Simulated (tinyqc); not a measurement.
Doping and thickness from pinch-off voltage and conductance.

Question. A uniform channel has Vp = q Nd a^2/(2 eps0 eps_r) and G0 = q mu Nd a W/L. Find a and Nd.

Values chosen for this exercise; material values close to those of gallium arsenide:
- eps_r = 13 (relative permittivity of the semiconductor)
- mu = 3100 cm^2/(V s) (low-field mobility at this doping)
- L = 5 um (gate length)
- W = 200 um (gate width)

Constants: q = 1.602176634e-19 C, eps0 = 8.8541878128e-14 F/cm where lengths are in cm. Results are converted to the units shown.

Vp = 2.5920436 V
G0 = 74.739617 mS

Answer. G0 gives the product Nd a and Vp gives Nd a^2; their ratio is a.

a = 99.00 nm
Nd = 3.800e17 cm^-3

Numbers from tinyqc (`OMP_NUM_THREADS=1 python tinyqc.py 2500063 2500064 out.jsonl`; about 0.04 s on one thread of a shared Intel Xeon 2.30GHz).
